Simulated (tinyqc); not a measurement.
# Input admittance of a MOSFET at zero drain bias: distributed channel and distributed gate: what changes with what

Source and drain grounded, strong inversion, w = 2 pi f, Cox = eps0 eox/tox. The channel is an RC line of resistance 1/(mu Cox Vo) per square fed from both ends, so one finger has the intrinsic admittance y = i w Cox L tanh(g)/g per width, g = (1/2) sqrt(i w tau), tau = L^2/(mu Vo). The vertical resistance rv/L is in series with y, the overlaps 2 i w Cov in parallel: y_t = 1/(1/y + rv/L) + 2 i w Cov. The gate strip is a line of Rsh/L per length loaded by y_t, so a finger has Y = y_t Wf tanh(k)/k, k = (Wf/sd) sqrt(y_t Rsh/L); the device has Nf Y.

Inputs (values chosen for the exercise); values of the order met in silicon radio-frequency transistors:

| symbol | value | unit | meaning |
|---|---|---|---|
| eox | 3.9 |  | relative permittivity of the gate insulator (close to silicon dioxide) |
| tox | 4.6 | nm | insulator thickness |
| L | 0.16 | um | channel length |
| Wf | 2 | um | finger width |
| Nf | 8 |  | number of fingers |
| mu | 380 | cm^2/(V s) | channel mobility |
| Vo | 0.49 | V | gate overdrive |
| Rsh | 12 | ohm/square | sheet resistance of the gate |
| rv | 0 | ohm um^2 | vertical resistivity of the gate stack |
| sd | 1 |  | number of ends at which a finger is contacted |
| Cov | 0.32 | fF/um | overlap and fringe capacitance on each side |
| f | 72 | GHz | frequency |

Constants: eps0 = 8.8541878128e-14 F/cm where lengths are in cm. Results are converted to the units shown.

Each table varies one quantity; the others keep the values above.

## Input impedance against frequency

Low-frequency limits, with c = Cox L and ct = c + 2 Cov: R_strip = Rsh Wf/(3 sd^2 L Nf), R_ch = (c/ct)^2 L/(12 mu Cox Vo Wf Nf), R_vert = (c/ct)^2 rv/(L Wf Nf), C = ct Wf Nf. Z = 1/(Nf Y) = R + 1/(i w C), Q = |Im Z|/R, far-point signal |1/cosh k|.

The same in every row: low-frequency R (ohm) = 8.787.

Results:
```
f (GHz)     w tau      |k|  R (ohm)  C (fF)      Q  signal at the far point
0.7      0.006047  0.04929    8.787   29.46  878.4                    1.000
2         0.01728  0.08331    8.787   29.46  307.4                    1.000
3         0.02592   0.1020    8.787   29.46  204.9                    1.000
10        0.08639   0.1863    8.787   29.46  61.49                   0.9998
30         0.2592   0.3226    8.786   29.45  20.51                   0.9984
70         0.6047   0.4925    8.780   29.39  8.811                   0.9912
100        0.8639   0.5882    8.772   29.33  6.187                   0.9824
300         2.592    1.007    8.656   28.36  2.161                   0.8713
```

Estimate the missing row, f = 7 GHz.

Computed row:
```
f (GHz)    w tau     |k|  R (ohm)  C (fF)      Q  signal at the far point
7        0.06047  0.1559    8.787   29.46  87.84                   0.9999
```

With this row back in the table: R falls from 8.79 to 8.66 ohm and C falls from 29.5 to 28.4 fF. Q goes as f^(-1.00) between the first two rows and f^(-0.96) between the last two, where w tau = 2.59 and |k| = 1.01. The low-frequency limits hold both R and C within 5 % up to f = 300 GHz among the rows.

## Effect of the channel length

Same model as above.

Effect of the channel length:
```
L (um)    w tau     |k|  R (ohm)  low-frequency R (ohm)  C (fF)      Q  signal at the far point
0.03    0.02187  0.7914    33.33                  33.41   13.72  4.833                   0.9687
0.058   0.08173  0.6345    17.58                  17.60   17.14  7.335                   0.9862
0.11     0.2940  0.5378    10.38                  10.39   23.40  9.096                   0.9911
0.22      1.176  0.4742    8.787                  8.803   36.50  6.892                   0.9881
0.42      4.286  0.4264    12.98                  13.20   58.41  2.916                   0.9735
0.8       15.55  0.3260    22.09                  25.59   77.60  1.289                   0.9689
1.6       62.20  0.2182    24.78                  54.36   71.07  1.255                   0.9855
3         218.7  0.1598    24.25                  106.0   71.27  1.279                   0.9922
```

What does the comparison show?

As L goes from 0.03 to 3, R moves up and down between 8.79 and 33.3 ohm, C moves up and down between 13.7 and 77.6 fF and Q moves up and down between 1.26 and 9.10.

Program tinyqc, `OMP_NUM_THREADS=1 python tinyqc.py 2262170 2262171 out.jsonl`; Intel Xeon 2.30GHz, shared host, one thread, about 0.01 s.
